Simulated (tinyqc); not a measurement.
# Margin needed against array size

Cells fail independently with probability Q(k) = erfc(k/sqrt(2))/2 when the margin is k standard deviations, and Y = exp(-Nb Q(k)). phi = exp(-k^2/2)/sqrt(2 pi).  k solves Y = exp(-Nb Q(k)); the estimate is sqrt(2 ln(Nb/(-ln Y))).

Inputs (values chosen for the exercise): wanted yield Y = 0.87.

Results:

| Nb | allowed Q | k | estimate |
|---|---|---|---|
| 512 | 2.720e-4 | 3.458 | 4.052 |
| 8192 | 1.700e-5 | 4.145 | 4.687 |
| 131072 | 1.062e-6 | 4.741 | 5.245 |
| 2097152 | 6.641e-8 | 5.275 | 5.749 |
| 33554432 | 4.150e-9 | 5.762 | 6.213 |
| 8589934592 | 1.621e-11 | 6.635 | 7.049 |

Estimate the missing row, Nb = 536870912.

Computed row:

| Nb | allowed Q | k | estimate |
|---|---|---|---|
| 536870912 | 2.594e-10 | 6.213 | 6.644 |

With this row back in the table: A 1.68e7-fold larger array raises k only from 3.46 to 6.64; the last factor of 16 costs 0.42 standard deviations. The estimate, which drops the factor 1/(k sqrt(2 pi)) of the tail, is 17 % above k in the first row and 6.2 % above it in the last.

Numbers from tinyqc (`OMP_NUM_THREADS=1 python tinyqc.py 2090088 2090089 out.jsonl`; about 0.01 s on one thread of a shared Intel Xeon 2.30GHz).
